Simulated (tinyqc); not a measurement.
Threshold-voltage variability of a planar MOSFET, analytic estimates: one step of the calculation.

Three independent sources add in quadrature: random dopants in the depleted layer, metal-gate grains of two orientations, and roughness of the two gate edges acting through the roll-off VT = VT(long) - Vr exp(-L/l). These are first-order estimates: no three-dimensional electrostatics, no percolation.

Problem. Random dopants. ni = sqrt(Nc Nv) exp(-Eg/(2 Vt)), Eg in volts; Cox = 3.9 eps0/ti; Wd = sqrt(4 eps0 eps_r Vt ln(Na/ni)/(q Na)); dopants: s1 = (q/Cox) sqrt(Na Wd/(3 L W)). The slope A1 = s1 sqrt(L W); mean number of dopants Na L W Wd.

Values chosen for this exercise; material values close to those of silicon:

| symbol | value | unit | meaning |
|---|---|---|---|
| T | 300 | K | temperature |
| Eg | 1.12 | eV | band gap |
| eps_r | 11.7 |  | relative permittivity of the semiconductor |
| Nc | 2.85e19 | cm^-3 | conduction-band density of states at T |
| Nv | 2.63e19 | cm^-3 | valence-band density of states at T |
| Na | 2.7e18 | cm^-3 | channel doping |
| ti | 2.4 | nm | oxide-equivalent thickness in inversion |
| L | 25 | nm | gate length |
| W | 97 | nm | gate width |

Constants: q = 1.602176634e-19 C, kB = 1.380649e-23 J/K, Vt = kB T/q, eps0 = 8.8541878128e-14 F/cm where lengths are in cm. Results are converted to the units shown.

Give: Cox; Wd; mean number of dopants; A1; s1.

Solution.

Cox = 1.439 uF/cm^2
Wd = 21.89 nm
mean number of dopants = 143.3
A1 = 1.563 mV um
s1 = 31.74 mV

Counting alone, 1/sqrt(N) of the depletion voltage q Na Wd/Cox = 658 mV, would give sqrt(3) times more: dopants deep in the layer act less on the surface.

Computed by the program tinyqc: `OMP_NUM_THREADS=1 python tinyqc.py 2090028 2090029 out.jsonl`, one thread of a shared Intel Xeon 2.30GHz, about 0.01 s for the whole run.
